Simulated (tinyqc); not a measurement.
Grain growth, pinning, strength and diffusional creep of a polycrystal or thin film: one step, computed by the program tinyqc.

One mean grain size d describes the structure.

Problem. Mobility and the sizes at which growth stops. M = M0 exp(-Q_m/(k_B T)). The driving pressure is 2 gamma/d. Zener pinning pressure 3 f gamma/(2 r) stops growth at d_Z = 4 r/(3 f). The limit is d_lim = d_Z.

Inputs (values chosen for the exercise, modelled on nickel): mobility prefactor M0 = 4.1e-05 m^4/(J s); activation energy of boundary motion Q_m = 1.63 eV; anneal temperature T = 693 K; particle volume fraction f = 0.011; particle radius r = 24 nm.

Sample: bulk.

Constants: k_B = 8.617333262e-05 eV/K.

Give: mobility M; Zener size d_Z; limit d_lim.

Solution.

mobility M = 5.7380e-17 m^4/(J s)

Zener size d_Z = 2909.1 nm

limit d_lim = 2909.1 nm
